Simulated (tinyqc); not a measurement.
Inside a calculation. Model: resistance of a tapered via with liner, size effect and interface.

Program tinyqc, `OMP_NUM_THREADS=1 python tinyqc.py 2750148 2750149 out.jsonl`; Intel Xeon 2.30GHz, shared host, one thread, about 0.01 s. Printed values are rounded.

A round via whose diameter grows from db at the bottom as D(z) = db + 2 z/tan(ang). The fill, of diameter D - 2 tl, starts above the bottom liner (thickness fb tl) and has rho = rho0 (1 + ks lam/(D - 2 tl)); the sidewall liner conducts in parallel with it. The bottom liner and the interface are crossed over the full area pi db^2/4. Spreading in the lines above and below is left out.

Parameters, values chosen for the exercise; fill metal close to tungsten: diameter at the bottom db = 32 nm; height hv = 59 nm; sidewall angle ang = 89 degrees; bulk resistivity of the fill rho0 = 5.17 uohm cm; mean free path of the fill lam = 15.4 nm; size-effect factor ks = 1.4; liner on the sidewall tl = 1.7 nm; liner at the bottom over that on the sidewall fb = 1; resistivity of the liner rl = 250 uohm cm; interface resistivity at the bottom ri = 3.1e-12 ohm cm^2; ballistic conductance per area, about 3/(4 rho0 lam) Sb = 9.1e14 S/m^2.

## Slices of the via

Slices between z0 = fb tl and hv, evaluated at their midpoints: conductance per length pi/4 [(D - 2 tl)^2/rho + (D^2 - (D - 2 tl)^2)/rl], slice resistance = slice height over that. 8 slices.

| slice | z (nm) | D (nm) | rho (uohm cm) | slice resistance (ohm) |
|---|---|---|---|---|
| 0 | 5.281250 | 32.18437 | 9.042421 | 0.9863559 |
| 1 | 12.44375 | 32.43441 | 9.009072 | 0.9659751 |
| 2 | 19.60625 | 32.68446 | 8.976292 | 0.9462004 |
| 3 | 26.76875 | 32.93450 | 8.944068 | 0.9270085 |
| 4 | 33.93125 | 33.18454 | 8.912384 | 0.9083772 |
| 5 | 41.09375 | 33.43459 | 8.881228 | 0.8902854 |
| 6 | 48.25625 | 33.68463 | 8.850586 | 0.8727128 |
| 7 | 55.41875 | 33.93468 | 8.820446 | 0.8556403 |

## Total resistance

R_fill = sum of the slices; R_bottom = rl fb tl/(pi db^2/4); R_interface = ri/(pi db^2/4); ballistic (Sharvin) limit 1/(Sb pi (db - 2 tl)^2/4); ideal cylinder rho0 hv/(pi db^2/4).

parts (ohm): fill 7.352556, bottom liner 5.284441, interface 0.3854534
R = 13.02245 ohm
shares (%): fill 56.46062, bottom liner 40.57947, interface 2.95991
ballistic limit = 1.710553 ohm
ideal cylinder = 3.792737 ohm

The fill is the largest part, and R is 3.43 times the ideal cylinder. With 2000 slices R = 13.023 ohm.
